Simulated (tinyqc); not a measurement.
Inside a calculation. Model: hot carriers by balance equations with a heated Maxwellian. Computed by tinyqc, a small Python program that keeps every step. Command: `OMP_NUM_THREADS=1 python tinyqc.py 3004718 3004719 out.jsonl hot walk`. One thread of a shared host (Intel(R) Xeon(R) Processor @ 2.30GHz), about 0.01 s of CPU time with the checks. Intermediate numbers are printed to about 6 digits and carried at full precision; extremes and crossings named in words are read from the listed rows.

The carriers follow a Maxwellian at an electron temperature T_e, slightly displaced; the drift energy is neglected against k_B T_e. The balance averages the rate, not the time, so mu_0 lies below the relaxation-time value.

Inputs (values chosen for the exercise, modelled on holes in silicon):
```
quantity                                          value       unit
effective mass m                                  0.513        m_0
density rho                                        2329     kg/m^3
sound velocity v_l                                 8990        m/s
acoustic deformation potential D_A                  5.6         eV
phonon energy hbar w                                 63        meV
optical or intervalley deformation potential D_o    8.2  1e8 eV/cm
final valleys Z_f                                     1          -
lattice temperature T                               200          K
electric field F                                   0.44      kV/cm
iteration cap                                       300          -
```

Band: parabolic. Solver: Newton.

Constants: k_B = 8.617333262e-05 eV/K; k_B = 1.380649e-23 J/K; e = 1.602176634e-19 C; hbar = 1.054571817e-34 J s; m_0 = 9.1093837015e-31 kg; hbar = 6.582119569e-16 eV s.

## Equilibrium values

Parabolic band: E = hbar^2 k^2/(2 m), speed v = hbar k/m, states per spin, volume and energy g(E) = m k/(2 pi^2 hbar^2). Masses are multiplied by m_0 and all formulas are in SI units. Phonon occupation N_q = 1/(exp(hbar w/(k_B T)) - 1). Acoustic deformation potential (elastic, equipartition, absorption and emission together): 1/tau = 2 pi k_B T D_A^2 g(E)/(hbar rho v_l^2). Optical or intervalley deformation potential: 1/tau = (pi Z_f D_o^2/(rho w)) [N_q g(E + hbar w) + (N_q + 1) g(E - hbar w)], with g = 0 below the band edge. Averages over the Maxwellian, <y> = int y x^(1/2) exp(-x) dx / int x^(1/2) exp(-x) dx with x = E/(k_B T_e), split at x_0 = hbar w/(k_B T_e): 64 Gauss-Legendre points in sqrt(x) below it and 128 in sqrt(x - x_0) above it, up to x = 32. Momentum balance: mu(T_e) = e/(m nu), nu = <x (sum of rates)>/<x>. Power lost per carrier: P(T_e) = hbar w <emission rate - absorption rate> + <(2 m v_l^2/(k_B T)) (E - 2 k_B T) acoustic rate>. Energy relaxation time at weak heating: tau_E = (3/2) k_B / (dP/dT_e), the derivative by a central difference of +/- 0.5 K at T_e = T.

low-field mobility mu_0 = 1931.00 cm^2/(V s)

energy relaxation time tau_E = 0.735177 ps

Energy and momentum relax at comparable rates here.

## Balance functions

The field that sustains T_e follows from e mu F^2 = P.

Against the electron temperature:
```
T_e (K)  mu (cm^2/(V s))  P optical (1e9 eV/s)  P acoustic (1e9 eV/s)  F (kV/cm)  drift velocity (1e7 cm/s)
220              1710.96                 3.760            8.05146e-02     1.4981                    0.25632
260              1378.50                12.964            2.62586e-01     3.0975                    0.42699
320              1060.65                29.813            5.82626e-01     5.3533                    0.56780
400               817.22                55.340            1.08566e+00     8.3094                    0.67906
600               544.88               121.626            2.65931e+00    15.1029                    0.82292
1000              362.91               237.566            6.86631e+00    25.9524                    0.94185
1600              266.21               371.330            1.51992e+01    38.1047                    1.01439
2400              209.41               507.313            2.92524e+01    50.6189                    1.06001
```

Optical phonons take 98 % of the power in the first row and 95 % in the last. The velocity grows as F^0.70 at first and as F^0.15 at the end, so it levels off; if optical phonons alone set both balances the limit at high T_e would be sqrt(3 hbar w tanh(hbar w/2 k_B T)/(4 m)) = 1.24 in the same unit. Rows above 1400 K (k_B T_e > 0.12 eV) stretch the parabolic band.

## First iteration

Newton: h(T_e) = P - e mu F^2, T_new = T_e - h/h', with h' by a central difference of +/- 0.5 K, limited to the range T to 3 T_e. Start at T_e = 1.5 T.

mu at the start = 1148.85 cm^2/(V s)

P at the start = 2.43569e+10 eV/s

new T_e = 218.483 K

## The whole iteration

Start at T_e = 1.5 T; stop when T_e moves by less than 1e-6 K or exceeds 1e6 K.

Course of the iteration:
```
iteration  T_e (K)  mu (cm^2/(V s))     step (K)
1          300.000          1148.85  8.15174e+01
2          218.483          1726.23  1.54051e+01
3          203.078          1894.40  9.94740e-01
4          202.083          1906.11  4.44795e-03
5          202.078          1906.17  8.05022e-08
```

electron temperature T_e = 202.078 K

Converged in 5 iterations.

## Drift velocity

v = mu(T_e) F; warm-carrier coefficient (mu/mu_0 - 1)/F^2.

mobility mu(T_e) = 1906.17 cm^2/(V s)

drift velocity = 0.0838713 1e7 cm/s

mu/mu_0 = 0.987140

(mu/mu_0 - 1)/F^2 = -0.0664236 cm^2/kV^2

T_e/T = 1.01; the simple estimate T + (2/3) e mu_0 F^2 tau_E/k_B would give 202 K, close to the result. Caution: the drift energy m v^2/2 is not small against the heating (3/2) k_B (T_e - T), so T_e - T is rough.

Checks made by the program: detailed balance, P(T_e = T) = 0, on the scale of P at 1.1 T (relative difference below 1e-10).
